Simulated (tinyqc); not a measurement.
Electron mobility in a silicon inversion layer, empirical terms and Matthiessen rule: effect of the temperature.

Inversion layer of sheet density Ns on a uniformly doped body. The mobility terms are empirical power laws with prefactors chosen for the exercise; adding their inverses (Matthiessen) is itself an approximation.

Nc and Nv are given at 325 K and scale as (T/325 K)^1.5; Eg is fixed. ni = sqrt(Nc Nv) exp(-Eg/(2 Vt)), Eg in volts; Ndep = sqrt(2 eps0 eps_r Nb (2 Vt ln(Nb/ni) + Vsb)/q); E = q (Ndep + eta Ns)/(eps0 eps_r), in MV/cm. With t = T/(300 K): muC = Ac (Ns/1e12 cm^-2) t/(Nb/1e17 cm^-3 + Nit/1e11 cm^-2), muP = Ap E^(-1/3) t^(-1.75), muS = As E^(-gs); 1/mu is the sum of the inverses.

Parameters, values chosen for the exercise; material values close to those of silicon:
- Eg = 1.13 eV (band gap)
- eps_r = 11.6 (relative permittivity of the semiconductor)
- Nc = 3.2e19 cm^-3 (conduction-band density of states at the reference temperature)
- Nv = 3e19 cm^-3 (valence-band density of states at the reference temperature)
- Nb = 2.2e18 cm^-3 (body doping)
- Vsb = 0.3 V (reverse body bias)
- eta = 0.5 (weight of the inversion charge in the effective field)
- Ap = 446 cm^2/(V s) (phonon-limited mobility at 1 MV/cm and 300 K)
- As = 1120 cm^2/(V s) (roughness-limited mobility at 1 MV/cm)
- gs = 2 (exponent of the roughness term)
- Ac = 2300 cm^2/(V s) (Coulomb prefactor)
- Nit = 2.1e10 cm^-2 (charge at the interface)
- Ns = 1.6e12 cm^-2 (inversion density)

Constants: q = 1.602176634e-19 C, kB = 1.380649e-23 J/K, Vt = kB T/q, eps0 = 8.8541878128e-14 F/cm where lengths are in cm. Results are converted to the units shown.

Result of one run:

| T (K) | E (MV/cm) | muC (cm^2/(V s)) | muP (cm^2/(V s)) | muS (cm^2/(V s)) | mu (cm^2/(V s)) |
|---|---|---|---|---|---|
| 350 | 1.056 | 193.3 | 334.4 | 1004 | 109.2 |

What becomes of these results when the temperature T is changed from 350 to 300 K, all else the same?

Result of the changed run:

| T (K) | E (MV/cm) | muC (cm^2/(V s)) | muP (cm^2/(V s)) | muS (cm^2/(V s)) | mu (cm^2/(V s)) |
|---|---|---|---|---|---|
| 300 | 1.069 | 165.7 | 436.2 | 979.7 | 107.0 |

The whole series:

| T (K) | E (MV/cm) | muC (cm^2/(V s)) | muP (cm^2/(V s)) | muS (cm^2/(V s)) | mu (cm^2/(V s)) |
|---|---|---|---|---|---|
| 120 | 1.107 | 66.28 | 2143 | 913.6 | 60.06 |
| 160 | 1.100 | 88.37 | 1298 | 925.2 | 75.94 |
| 200 | 1.092 | 110.5 | 880.5 | 938.6 | 88.86 |
| 250 | 1.081 | 138.1 | 597.8 | 957.9 | 100.4 |
| 300 | 1.069 | 165.7 | 436.2 | 979.7 | 107.0 |
| 350 | 1.056 | 193.3 | 334.4 | 1004 | 109.2 |
| 400 | 1.042 | 220.9 | 265.9 | 1031 | 108.0 |
| 450 | 1.027 | 248.5 | 217.4 | 1061 | 104.5 |

As T goes from 120 to 450 K, E falls from 1.11 to 1.03 MV/cm and mu goes from 60.1 through a maximum of 109 (at T = 350 K among the rows listed) to 105 cm^2/(V s). The smallest term is the Coulomb one in the first row and the phonon one in the last. Coulomb scattering weakens and phonon scattering grows with T, hence the maximum. For T = 120 to 160 K dopant freeze-out and degenerate screening, left out here, matter.

Computed by the program tinyqc: `OMP_NUM_THREADS=1 python tinyqc.py 2510035 2510036 out.jsonl`, one thread of a shared Intel Xeon 2.30GHz, about 0.01 s for the whole run.
